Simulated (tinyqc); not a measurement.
Against voltage: leakage through a gate insulator: direct, Fowler-Nordheim, trap-assisted and Poole-Frenkel currents. Computed by tinyqc, a small Python program. Command: `OMP_NUM_THREADS=1 python tinyqc.py 3000705 3000706 out.jsonl oxideleak walk`. One thread of a shared host (Intel(R) Xeon(R) Processor @ 2.30GHz), about 0.01 s of CPU time with the checks.

Electrons enter from the cathode Fermi level at x = 0; the conduction band of the insulator lies phi_b - e F x above it, F = V/t. WKB exponents use a parabolic band with mass m.

Inputs (values chosen for the exercise, with an insulator like Al2O3):

| quantity | value | unit |
|---|---|---|
| thickness t | 8.9 | nm |
| barrier phi_b | 2.1 | eV |
| tunnelling mass m | 0.36 | m_0 |
| static constant eps_ox | 8.81 | - |
| trap depth phi_t | 1.8 | eV |
| trap density N_t | 6.5e+17 | cm^-3 |
| attempt rate nu_0 | 9e+13 | 1/s |
| activation of capture E_a | 0.12 | eV |
| temperature T | 300 | K |

Constants: e = 1.602176634e-19 C; hbar = 1.054571817e-34 J s; hbar^2/(2 m_0) = 3.80998212 eV angstrom^2; k_B = 8.617333262e-05 eV/K.

Method:
- For a level a distance phi(x) below the band, the WKB exponent is 2 int kappa dx with kappa = sqrt(m phi/(hbar^2/2m_0)); for a linear barrier from phi_1 down to phi_2 = max(phi_1 - e F d, 0) it is G = (4/3) sqrt(m/(hbar^2/2m_0)) (phi_1^(3/2) - phi_2^(3/2))/(e F).
- J_tun = e^3 F^2/(16 pi^2 hbar m phi_b) x exp(-G) / [1 - sqrt(phi_2/phi_b)]^2 with the free-electron mass in the cathode (m in m_0), phi_2 = max(phi_b - e V, 0): direct tunnelling for e V < phi_b, Fowler-Nordheim above. Image forces, back-flow and the limit on supply are left out, so J_tun is overstated below about 0.5 V.
- A trap at depth x lies phi_t below the band. Capture: tunnel at the cathode Fermi level from 0 to x (G_in from phi_1 = phi_b), rate nu_0 exp(-G_in - E_c/k_B T) with E_c = E_a + max(phi_b - phi_t - e F x, 0), the last term being the height of the trap above the cathode Fermi level. Emission: tunnel from the trap level to the anode (G_out from phi_1 = phi_t over t - x), rate nu_0 exp(-G_out - E_a/k_B T). Re-emission to the cathode follows from detailed balance, rate_back = rate_in exp(dE/k_B T) with dE = phi_b - phi_t - e F x. Each trap passes R = rate_in rate_out/(rate_in + rate_back + rate_out) electrons per second; filling from the anode is left out.
- J_TAT = e N_t int_0^t R dx by the midpoint rule on 400 intervals; the most effective depth is the midpoint with the largest R, rounded to 0.01 nm.

Currents:

| V (V) | F (MV/cm) | J_tun (A/cm^2) | J_TAT (A/cm^2) | best depth (nm) |
|---|---|---|---|---|
| 1.07 | 1.202 | 8.6535e-23 | 9.0031e-13 | 4.22 |
| 2.16 | 2.427 | 5.7592e-16 | 3.2440e-11 | 4.13 |
| 3.25 | 3.652 | 3.9877e-08 | 4.4969e-08 | 1.77 |
| 4.34 | 4.876 | 3.7796e-04 | 3.0882e-05 | 1.21 |
| 5.43 | 6.101 | 1.0043e-01 | 1.5087e-03 | 0.90 |
| 6.52 | 7.326 | 4.4161e+00 | 2.0361e-02 | 0.72 |
| 7.61 | 8.551 | 6.8926e+01 | 1.3447e-01 | 0.59 |
| 8.70 | 9.775 | 5.6021e+02 | 5.7218e-01 | 0.50 |
| 9.79 | 11.000 | 2.9365e+03 | 1.8142e+00 | 0.43 |

What follows from these numbers?

The larger current changes between 3.25 and 4.34 V (to J_tun). Over the range J_tun grows by 25.5 decades and J_TAT by 12.3. The best depth moves towards the cathode as the field rises. The highest rows may lie beyond breakdown.

Extremes, crossings and ranges named in words are read from the listed rows.
